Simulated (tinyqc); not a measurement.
## Level and width from two currents at zero temperature

Problem. In a resonant-tunnelling diode at zero temperature a sharp resonance at Er = E0 - alpha V between the emitter band edge and Ef carries J = K (pi/2) G Tp (Ef - Er), K = q^3 mw m0/(2 pi^2 hbar^3) (times 1e-4 for A/cm^2 per eV^2), with G its full width and Tp its peak transmission, G Tp taken as constant, and no back flow. Find G Tp and E0.

Values chosen for this exercise; masses and offsets of a made-up heterostructure: mass in the well, spacer and contacts mw = 0.036 m0; Fermi energy of both contacts above their band edges Ef = 0.013 eV; share of the bias at the well alpha = 0.48.

Constants: q = 1.602176634e-19 C, hbar = 1.054571817e-34 J s, m0 = 9.1093837015e-31 kg. Results are converted to the units shown.

J at V = 0.055 and 0.07 V (kA/cm^2): 7.2332131  20.938249

Solution. J is linear in V: the slope gives G Tp, and the onset V0, where the line meets zero, gives E0 = Ef + alpha V0.

G Tp = 2.08 meV
E0 = 0.0356 eV

Numbers from tinyqc (`OMP_NUM_THREADS=1 python tinyqc.py 2600104 2600105 out.jsonl`; about 0.1 s on one thread of a shared Intel Xeon 2.30GHz).
